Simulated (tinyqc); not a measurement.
What sets the screening length: static screening by free carriers.

kF = (3 pi^2 n/Mv)^(1/3), EF = c kF^2/m with c = hbar^2/2m0, n in 1/angstrom^3 (1e-24 per 1/cm^3), e2 = e^2/(4 pi eps0). Thomas-Fermi: qTF^2 = 6 pi e2 n/(eps EF). Debye: qD^2 = 4 pi e2 n/(eps kB T).

F_j(eta) = (1/Gamma(j + 1)) integral_0^infinity x^j dx/(1 + exp(x - eta)), which tends to exp(eta) for eta << 0.

At finite T: qs^2 = qD^2 F_-1/2(eta)/F_1/2(eta), where n = Mv N F_1/2(eta) and N = 2 (m kB T/(4 pi c))^(3/2) with c = hbar^2/2m0, in 1/angstrom^3; times 1e24 for 1/cm^3.

Constants: hbar^2/2m0 = 3.80998211 eV angstrom^2; e^2/(4 pi eps0) = 14.39964547 eV angstrom; kB = 8.617333262e-05 eV/K.

Values chosen for the exercise (near those of InP; not measured data):
- n = 2.1e+18 1/cm^3 (carrier density)
- m = 0.0773 m0 (mass of one isotropic valley)
- Mv = 1 (valleys)
- eps = 12.5 (background dielectric constant)
- T = 200 K

All results formed anew.

Results for these values:

| case | Debye (angstrom) | Thomas-Fermi (angstrom) | finite T (angstrom) |
|---|---|---|---|
| base | 23.81 | 41.19 | 42.24 |

What happens to each result for eps = 15, all else kept?

Answer: Debye rises from 23.81 to 26.08; Thomas-Fermi rises from 41.19 to 45.12; finite T rises from 42.24 to 46.28.

The same for each parameter in turn:

| case | Debye (angstrom) | Thomas-Fermi (angstrom) | finite T (angstrom) |
|---|---|---|---|
| base | 23.81 | 41.19 | 42.24 |
| n = 4.2e+18 1/cm^3 | 16.84 | 36.69 | 37.02 |
| m = 0.1005 m0 | 23.81 | 36.12 | 37.78 |
| eps = 15 | 26.08 | 45.12 | 46.28 |
| T = 260 K | 27.15 | 41.19 | 43.07 |
| Mv = 2 | 23.81 | 32.69 | 34.96 |

(tinyqc, `OMP_NUM_THREADS=1 python tinyqc.py 1650574 1650575 out.jsonl`, Intel(R) Xeon(R) Processor @ 2.30GHz, 1 thread, shared host, about 0.01 s.)
